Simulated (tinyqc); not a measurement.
Deep-level transient spectroscopy: two steps of the calculation.

Schottky contact on an n-type layer with shallow donors Nd (all ionised) and a donor-like deep trap, neutral when filled and positive when empty; depletion approximation. Traps within lam of the depletion edge stay filled. A long pulse to Vp fills the traps beyond x1 = Wp - lam; back at Vr those between x1 and x2 = Wr - lam emit. A rate window reads S = C(t2) - C(t1).

Values chosen for this exercise; material values close to those of indium phosphide: relative permittivity eps_r = 12.3; conduction-band density of states at 300 K Nc = 5.77e17 cm^-3; shallow donor density Nd = 6.8e15 cm^-3; built-in voltage Vbi = 0.89 V; depth of the trap below the conduction edge Et = 0.3 eV; trap density Nt = 2.7e15 cm^-3; reverse bias Vr = 4.7 V; reverse bias during the filling pulse Vp = 0 V; first sampling time t1 = 5 ms; second sampling time t2 = 25 ms; temperature of the transient T = 234 K.

Constants: q = 1.602176634e-19 C, kB = 1.380649e-23 J/K, eps0 = 8.8541878128e-14 F/cm where lengths are in cm. Results are converted to the units shown.

Problem 1. Widths. lam = sqrt(2 eps0 eps_r (EF - ET)/(q Nd)), EF - ET = Et - (kB T/q) ln(Nc(T)/Nd), Nc(T) = Nc (T/300 K)^1.5. In the steady state at the band bending V, 2 eps0 eps_r V/q = Nd W^2 + Nt (W - lam)^2 (the second term only if W > lam). V = Vbi + Vr gives Wr and V = Vbi + Vp gives Wp; x1 = max(Wp - lam, 0).

Give: lam; Wr; Wp; x1; x2; G = (x2^2 - x1^2)/Wr^2.

Solution 1.

lam = 208.8 nm
Wr = 948.8 nm
Wp = 403.6 nm
x1 = 194.8 nm
x2 = 740.0 nm
G = (x2^2 - x1^2)/Wr^2 = 0.5662

Problem 2. The transient. W(t)^2 = Wr^2 + (Nt/Nd)(x2^2 - x1^2) exp(-en t), C = eps0 eps_r/W; for small Nt, dC/C = -(Nt/2 Nd) G exp(-en t) with G = (x2^2 - x1^2)/Wr^2. S = C(t2) - C(t1).

t, sample 0 to 6 (ms): 0  2.5  5  15  25  50  125
en = 71.365491 1/s
Wr = 948.75732 nm
G = (x2^2 - x1^2)/Wr^2 = 0.56619908

Wanted: C; C - C(final); S.

Solution 2.

```
sample  C (nF/cm^2)  C - C(final) (pF/cm^2)
0            10.372                 -1106.8
1            10.531                  -947.7
2            10.670                  -808.8
3            11.061                  -418.3
4            11.268                  -210.7
5            11.443                   -36.2
6            11.479                    -0.2
```

S = 598.05 pF/cm^2

Range of the model: With Nt above a tenth of Nd the edge x2 moves during the transient, which this model holds fixed, and the transient is not a plain exponential.

Program tinyqc, `OMP_NUM_THREADS=1 python tinyqc.py 2050063 2050064 out.jsonl`; Intel Xeon 2.30GHz, shared host, one thread, about 0.01 s.
